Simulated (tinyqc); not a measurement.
## Admittance spectroscopy of a deep trap: effect of the trap density

Schottky contact on an n-type layer with shallow donors Nd (all ionised) and a donor-like deep trap, neutral when filled and positive when empty; depletion approximation. Traps within lam of the depletion edge stay filled. The traps at xt = W - lam, where the level crosses the Fermi level, follow a slow signal and not a fast one. w = 2 pi f.

Emission rate en = sn vth(T) Nc(T) exp(-Et/kB T) = sn g T^2 exp(-Et/kB T), g = vth Nc/(300 K)^2, as vth goes as T^0.5 and Nc as T^1.5 (degeneracy factor 1). lam = sqrt(2 eps0 eps_r (EF - ET)/(q Nd)), EF - ET = Et - (kB T/q) ln(Nc(T)/Nd), Nc(T) = Nc (T/300 K)^1.5. In the steady state at the band bending V, 2 eps0 eps_r V/q = Nd W^2 + Nt (W - lam)^2 (the second term only if W > lam). V = Vbi + Vr. C_HF = eps0 eps_r/W, C_LF = eps0 eps_r (Nd + Nt)/(Nd W + Nt xt). Inflection frequency w0 = 2 en [1 + Nt xt/(Nd W)]; C = C_HF + (C_LF - C_HF)/(1 + (w/w0)^2), G/w = (C_LF - C_HF)(w/w0)/(1 + (w/w0)^2).

Inputs (values chosen for the exercise); material values close to those of germanium:
- eps_r = 15.8 (relative permittivity)
- Nc = 1.05e19 cm^-3 (conduction-band density of states at 300 K)
- vth = 3.4e7 cm/s (thermal velocity at 300 K)
- Nd = 1.7e16 cm^-3 (shallow donor density)
- Vbi = 0.47 V (built-in voltage)
- Et = 0.3 eV (depth of the trap below the conduction edge)
- sn = 3.6e-17 cm^2 (capture cross-section)
- Vr = 0.9 V (reverse bias)
- T = 351 K (temperature)

Constants: q = 1.602176634e-19 C, kB = 1.380649e-23 J/K, eps0 = 8.8541878128e-14 F/cm where lengths are in cm. Results are converted to the units shown.

Effect of the trap density:
```
Nt (cm^-3)  W (nm)  step (% of C_HF)  w0/(2 en)
3.9e14       372.9            0.6087      1.017
8e14         370.5             1.235      1.034
1.7e15       365.7             2.565      1.072
3.5e15       356.7             5.059      1.148
7.3e15       340.6             9.737      1.303
1.5e16       315.9             17.54      1.601
3.2e16       281.4             30.45      2.209
6.6e16       244.8             48.52      3.287
```

What does the table show?

The step rises from 0.609 to 48.5 %, as Nt^(0.98) between the first two rows and Nt^(0.64) between the last two, and w0/(2 en) rises from 1.02 to 3.29: for Nt near Nd the rule w0 = 2 en overstates the cross-section by that factor.

Numbers from tinyqc (`OMP_NUM_THREADS=1 python tinyqc.py 2050024 2050025 out.jsonl`; about 0.01 s on one thread of a shared Intel Xeon 2.30GHz).
